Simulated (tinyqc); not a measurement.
A chain with uneven site energies and dephasing by Buettiker voltage probes: one step of the calculation.

Sites 1 to 3 form a chain with hopping -t. Lead L joins site 1 and lead R site 3, both semi-infinite chains with hopping -t and site energy 0. Every site carries a probe with self-energy -i Gamma_p/2 that draws no net current. Linear response at zero temperature: mu_L = 1, mu_R = 0 in units of the bias.

Task. Probe potentials and effective transmission. No current into probe p: W mu = T_pL with W_pp = T_pL + T_pR + sum_q T_pq and W_pq = -T_pq. Then T_eff = T_RL + sum_p T_pR mu_p, and the resistance is (h/2q^2)/T_eff.

Constants: q = 1.602176634e-19 C, h = 6.62607015e-34 J s. Results are converted to the units shown.

T_RL = 0.18165215

```
probe        T_pL        T_pR
1      0.31225471  0.06674586
2      0.14226092  0.15267327
3      0.06674586  0.33556615
```

T_pq:
```
             1            2            3
1  0.000000000  0.052272033  0.024524951
2  0.052272033  0.000000000  0.056097926
3  0.024524951  0.056097926  0.000000000
```

Give: W; mu_p; T_eff; resistance.

Result.

W:
```
         1        2        3
1   0.4558  -0.0523  -0.0245
2  -0.0523   0.4033  -0.0561
3  -0.0245  -0.0561   0.4829
```

mu_p, probe 1 to 3: 0.7529  0.4827  0.2325
T_eff = 0.3836
resistance = 33.64 kohm

Computed by the program tinyqc: `OMP_NUM_THREADS=1 python tinyqc.py 2700019 2700020 out.jsonl`, one thread of a shared Intel Xeon 2.30GHz, about 0.01 s for the whole run.
